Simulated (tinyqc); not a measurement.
A square-lattice strip 2 sites wide, recursive Green functions: two steps of the calculation.

The device has N = 4 slices of 2 site(s), nearest-neighbour hopping -t, and site energies U; the leads are semi-infinite continuations with site energy 0. V = <i+1|H|i> = -t 1.

Values chosen for this exercise:
- t = 1 eV (hopping (matrix element -t))
- E = -0.2 eV (energy)

Question 1. Self-energy of the leads. Transverse modes n = 1..2: chi_n(j) = sqrt(2/3) sin(pi n j/3), energy e_n = -2 t cos(pi n/3). Sigma = t^2 sum_n chi_n chi_n^T g(E - e_n), g(x) = (x - i sqrt(4 t^2 - x^2))/(2 t^2) for |x| < 2 t and (x - sign(x) sqrt(x^2 - 4 t^2))/(2 t^2) otherwise; Gamma = i (Sigma - Sigma^dagger); both leads give the same.

Give: Sigma; Gamma; open modes.

Answer 1.

Sigma (eV):
$$\begin{pmatrix}
-0.1000-0.8583i & 0.5000-0.0583i \\
0.5000-0.0583i & -0.1000-0.8583i
\end{pmatrix}$$

Gamma (eV):
$$\begin{pmatrix}
1.717 & 0.117 \\
0.117 & 1.717
\end{pmatrix}$$

open modes = 2

Question 2. Transmission and its channels. T(E) = Tr[Gamma G_(N,1) Gamma G_(N,1)^dagger]. The non-zero eigenvalues T_n of the matrix under the trace are the channel transmissions; Fano factor sum T_n (1 - T_n)/sum T_n.

G_(4,1) (1/eV):
$$\begin{pmatrix}
-0.02949842+0.00704078i & 0.00729730-0.51087866i \\
-0.07757390-0.55571416i & 0.05478908+0.06977713i
\end{pmatrix}$$

Gamma (eV):
$$\begin{pmatrix}
1.7165151 & 0.1165151 \\
0.1165151 & 1.7165151
\end{pmatrix}$$

Wanted: T(E); T_n; Fano factor.

Answer 2.

T(E) = 1.697
T_n: [0.9972, 0.6997]
Fano factor = 0.1255

With 2 open mode(s) in the leads T(E) cannot exceed 2. Inverting the whole matrix gives the same value.

tinyqc, about 0.01 s, one thread, Intel Xeon 2.30GHz (shared host): `OMP_NUM_THREADS=1 python tinyqc.py 2660122 2660123 out.jsonl`
